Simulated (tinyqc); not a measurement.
# Threshold-voltage variability of a planar MOSFET, analytic estimates, step by step

Program tinyqc, `OMP_NUM_THREADS=1 python tinyqc.py 2090151 2090152 out.jsonl`; Intel Xeon 2.30GHz, shared host, one thread, about 0.01 s. Printed values are rounded.

Three independent sources add in quadrature: random dopants in the depleted layer, metal-gate grains of two orientations, and roughness of the two gate edges acting through the roll-off VT = VT(long) - Vr exp(-L/l). These are first-order estimates: no three-dimensional electrostatics, no percolation.

Parameters, values chosen for the exercise; material values close to those of silicon:

| symbol | value | unit | meaning |
|---|---|---|---|
| T | 350 | K | temperature |
| Eg | 1.11 | eV | band gap |
| eps_r | 11.6 |  | relative permittivity of the semiconductor |
| Nc | 3.53e19 | cm^-3 | conduction-band density of states at T |
| Nv | 3.35e19 | cm^-3 | valence-band density of states at T |
| Na | 3.2e18 | cm^-3 | channel doping |
| ti | 1.4 | nm | oxide-equivalent thickness in inversion |
| L | 20 | nm | gate length |
| W | 24 | nm | gate width |
| G | 4 | nm | metal grain size |
| dW | 0.3 | eV | work-function difference of the two grain orientations |
| p | 0.6 |  | share of the orientation of higher work function |
| De | 1.5 | nm | rms roughness of one gate edge |
| La | 30 | nm | correlation length of the roughness |
| l | 5.6 | nm | decay length of the threshold roll-off |
| Vr | 1.9 | V | prefactor of the roll-off |
| n | 1.13 |  | subthreshold factor |
| gI | 5 | 1/V | gm/I of a matched pair |
| sb | 2.9 | % | spread of the gain factor of one device |
| Nb | 268435456 |  | number of cells |
| Y | 0.99 |  | wanted yield |

Constants: q = 1.602176634e-19 C, kB = 1.380649e-23 J/K, Vt = kB T/q, eps0 = 8.8541878128e-14 F/cm where lengths are in cm. Results are converted to the units shown.

Range of the model: gI s exceeds 0.2, so the linear formula for the current mismatch is only a rough guide.

## Random dopants

ni = sqrt(Nc Nv) exp(-Eg/(2 Vt)), Eg in volts; Cox = 3.9 eps0/ti; Wd = sqrt(4 eps0 eps_r Vt ln(Na/ni)/(q Na)); dopants: s1 = (q/Cox) sqrt(Na Wd/(3 L W)). The slope A1 = s1 sqrt(L W); mean number of dopants Na L W Wd.

Cox = 2.46652 uF/cm^2
Wd = 19.6810 nm
mean number of dopants = 30.2301
A1 = 0.941160 mV um
s1 = 42.9579 mV

Counting alone, 1/sqrt(N) of the depletion voltage q Na Wd/Cox = 409 mV, would give sqrt(3) times more: dopants deep in the layer act less on the surface.

## Metal grains and edge roughness

Grains: Ng = L W/G^2 (at least 1), s2 = dW sqrt(p (1 - p)/Ng). Edges, with exponential correlation and u = W/La: the mean gate length has sL^2 = 2 De^2 (2/u)[1 - (1 - exp(-u))/u]; s3 = sL (Vr/l) exp(-L/l).

Ng = 30
s2 = 26.8328 mV
sL = 1.87248 nm
dVT/dL = 9.53924 mV/nm
s3 = 17.8621 mV

## Total spread, mismatch and leakage

s = sqrt(s1^2 + s2^2 + s3^2). For a pair: s(dVT) = sqrt(2) s; current mismatch sqrt(2) sqrt((gI s)^2 + sb^2); input offset = current mismatch/gI. For a Gaussian VT the off current is log-normal with mean/median = exp(s^2/(2 (n Vt)^2)).

s = 53.7069 mV
s(dVT) = 75.9531 mV
current mismatch = 38.1973 %
input offset = 76.3947 mV
mean/median of Ioff = 3.46125

The dopants give 64.0 % of the variance; without them s would be 32.2 mV. A current mismatch this large is beyond the linear estimate.

## Iteration 1: margin in standard deviations for the wanted yield

k at the start = 3

Cells fail independently with probability Q(k) = erfc(k/sqrt(2))/2 when the margin is k standard deviations, and Y = exp(-Nb Q(k)). phi = exp(-k^2/2)/sqrt(2 pi). Newton steps on ln Q(k) = ln(-ln(Y)/Nb): k(new) = k + [ln Q - ln(-ln(Y)/Nb)] Q/phi.

Q(k) = 0.00134990
phi = 0.00443185
k after iteration 1 = 8.30004

## Iteration 2: margin in standard deviations for the wanted yield

As before.

Q(k) = 5.20395e-17
phi = 4.38030e-16
k after iteration 2 = 6.69782

## Course of the iteration: margin in standard deviations for the wanted yield

Stop when k changes by less than 1e-9, or after 30 iterations.

Course of the iteration:
```
iteration        k  |change|
1          8.30004      5.30
2          6.69782      1.60
3          6.51305     0.185
4          6.51054   2.51e-3
5          6.51054   4.64e-7
6          6.51054   < 1e-12
```

Converged in 6 iterations. At the end the number of correct digits about doubles with each step. With s(dVT) = 76.0 mV, 6.51 standard deviations are 494 mV.
